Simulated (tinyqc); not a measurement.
Inside a calculation. Method: coherent transport through a tight-binding region between two chains. One step of it, computed by the program tinyqc.

Question. Transmission at E = 0.58 eV. Surface Green function g = (E - i sqrt(4 t^2 - E^2)) / (2 t^2); self-energy tc^2 g on each contact site; G = (E - H - Sigma)^(-1); Gamma = -2 Im Sigma; T = Gamma_L Gamma_R |G_LR|^2; local density of states -Im G_ii / pi.

H of the central region (eV), lower triangle:
```
           1          2          3          4          5         6
1   0.000000
2  -0.860000   1.070000
3   0.000000  -0.860000   1.070000
4   0.000000   0.000000  -0.750000   1.070000
5   0.000000   0.000000   0.000000  -1.840000   1.070000
6   0.000000   0.000000   0.000000   0.000000  -0.860000  0.000000
```

Leads: semi-infinite chains with site energy 0:
```
parameter                           value
lead hopping t (eV)              1.080000
coupling to the left lead (eV)   1.440000
coupling to the right lead (eV)  1.070000
left contact site                       1
right contact site                      6
```

E = 0.580000 eV

Give: g; G; local density of states; transmission.

Answer.

g = 0.2486-0.8919i 1/eV

G (1/eV), lower triangle:
```
                 1                2                3               4
1  -0.1550-0.3898i
2   0.3361+0.3626i   0.7547-0.7501i
3   0.3466+0.5964i   1.2566-0.7900i   0.3694-1.0465i
4  -0.1590-0.0262i  -0.0444+0.3439i   0.1337+0.2221i  0.1383-0.2493i
5  -0.1836-0.2501i  -0.5240+0.4136i  -0.1150+0.4857i  0.5258-0.1569i
6   0.2356-0.0865i  -0.2037-0.5002i  -0.3517-0.1985i  0.0038+0.4439i

                5               6
5  0.1869-0.2398i
6  0.1443+0.1991i  0.0742-0.8363i
```

local density of states (1/eV): 0.1241  0.2388  0.3331  0.0793  0.0763  0.2662

transmission = 0.4759
